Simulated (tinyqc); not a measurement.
## Film thickness from the threshold shift

Inverse problem. Undoped body with a flat potential across it, hard walls, transport along x. Three valley pairs (g = 2 each) with the longitudinal mass along x, y or z. Non-parabolicity enters the subband edges through E (1 + al E) = gamma, so E = 2 gamma/(1 + sqrt(1 + 4 al gamma)); motion within a subband is taken as parabolic with the band-edge mass. Energies are counted from the bulk band edge. gamma = C (pi k/(t + dl))^2/mz, C = hbar^2/(2 m0). Each subband has N_k = g sqrt(mx my) m0 kB T/(pi hbar^2); without degeneracy n = exp(EF/Vt) sum N_k exp(-E_k/Vt). Classical value Nc times t, Nc = sum over valleys of 2 g (m m0 kB T/(2 pi hbar^2))^1.5 with m = (mx my mz)^(1/3). Threshold shift dVT = Vt ln(classical value/sum N_k exp(-E_k/Vt)). Find t and the lowest subband edge.

Values chosen for this exercise; masses close to those of silicon: temperature T = 300 K; longitudinal mass ml = 0.929 m0; transverse mass mt = 0.187 m0; non-parabolicity al = 0.5 1/eV; widening of the box by penetration into the insulator dl = 0 nm.

Constants: q = 1.602176634e-19 C, kB = 1.380649e-23 J/K, hbar = 1.054571817e-34 J s, m0 = 9.1093837015e-31 kg, Vt = kB T/q, hbar^2/(2 m0) = 0.0380998212 eV nm^2. Results are converted to the units shown.

dVT = 13.599068 mV

Answer. dVT is evaluated for trial values of t with all subbands; between 1.5 and 25 nm one value matches.

t = 9.700 nm
E_1 = 4.293 meV

Numbers from tinyqc (`OMP_NUM_THREADS=1 python tinyqc.py 2350036 2350037 out.jsonl`; about 0.06 s on one thread of a shared Intel Xeon 2.30GHz).
